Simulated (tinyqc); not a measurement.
# One-diode model of a solar cell: two studies

J is the current delivered and Vj = V + J Rs the junction voltage. J = X JL - J01 (exp(Vj/(n1 Vt)) - 1) - Vj/Rp. The photocurrent does not depend on voltage.

Values chosen for this exercise; values of the order met in cells of a lead-halide perovskite: temperature T = 300 K; photocurrent at one sun JL = 19.6 mA/cm^2; concentration X = 1 suns; saturation current of the diode J01 = 4.5e-13 A/cm^2; ideality factor of the diode n1 = 1.67; series resistance Rs = 0 ohm cm^2; shunt resistance Rp = 2000 ohm cm^2; incident power at one sun Pin = 100 mW/cm^2.

Constants: q = 1.602176634e-19 C, kB = 1.380649e-23 J/K, Vt = kB T/q. Results are converted to the units shown.

Each table varies one quantity; the others keep the values above.

## Effect of the series resistance

Jsc at V = 0, Voc at J = 0, the maximum power point where J (1 + 2 Rs G) = G Vj with G = -dJ/dVj; FF = Vmp Jmp/(Voc Jsc); efficiency Vmp Jmp/(X Pin). Empirical fill factor without parasitics FF0 = (v - ln(v + 0.72))/(v + 1), v = Voc/(n1 Vt).

The same in every row: Voc (V) = 1.056; FF0 = 0.8341.

Effect of the series resistance:
```
Rs (ohm cm^2)  Jsc (mA/cm^2)  Vmp (V)  Jmp (mA/cm^2)      FF  efficiency (%)
0                      19.60   0.9214          18.30  0.8145           16.87
0.05                   19.60   0.9206          18.30  0.8137           16.85
0.11                   19.60   0.9196          18.30  0.8128           16.83
0.25                   19.60   0.9173          18.30  0.8106           16.78
0.55                   19.59   0.9123          18.29  0.8058           16.68
1.2                    19.59   0.9015          18.26  0.7956           16.46
2.7                    19.57   0.8768          18.21  0.7721           15.97
6                      19.54   0.8236          18.07  0.7207           14.88
```

Read the table: what changes, and by how much?

As Rs goes from 0 to 6, Voc stays at 1.06 V, FF falls from 0.814 to 0.721 and the efficiency falls from 16.9 to 14.9 %. Voc does not depend on Rs, since no current flows through it at open circuit; between the first two rows FF drops by 1.04 times rs = Rs Jsc/Voc in relative terms.

## Effect of the shunt resistance

Same model as above.

The same in every row: Jsc (mA/cm^2) = 19.60.

Result of one run:
```
Rp (ohm cm^2)  Voc (V)  Vmp (V)  Jmp (mA/cm^2)      FF  efficiency (%)     FF0
300              1.049   0.9081          15.96  0.7048           14.49  0.8332
```

What becomes of these results when the shunt resistance Rp is changed from 300 to 3000 ohm cm^2, all else the same?

Result of the changed run:
```
Rp (ohm cm^2)  Voc (V)  Vmp (V)  Jmp (mA/cm^2)      FF  efficiency (%)     FF0
3000             1.057   0.9221          18.44  0.8210           17.01  0.8341
```

The whole series:
```
Rp (ohm cm^2)  Voc (V)  Vmp (V)  Jmp (mA/cm^2)      FF  efficiency (%)     FF0
30              0.5880   0.2940          9.800  0.2500           2.881  0.7494
100              1.026   0.8424          11.04  0.4627           9.302  0.8304
300              1.049   0.9081          15.96  0.7048           14.49  0.8332
1000             1.055   0.9193          17.88  0.7949           16.44  0.8339
3000             1.057   0.9221          18.44  0.8210           17.01  0.8341
10000            1.057   0.9230          18.64  0.8302           17.21  0.8342
30000            1.058   0.9233          18.70  0.8328           17.26  0.8342
1e5              1.058   0.9234          18.72  0.8337           17.28  0.8342
```

As Rp goes from 30 to 1e5, Voc rises from 0.588 to 1.06 V, FF rises from 0.250 to 0.834 and the efficiency rises from 2.88 to 17.3 %. Voc changes by 0.104 mV a decade between the last two rows and 837 mV between the first two. For Rp = 30, 100 the shunt carries over 0.3 of the photocurrent at open circuit, so it pulls Voc down and FF towards the 1/4 of a resistor.

Program tinyqc, `OMP_NUM_THREADS=1 python tinyqc.py 2280118 2280119 out.jsonl`; Intel Xeon 2.30GHz, shared host, one thread, about 0.01 s.
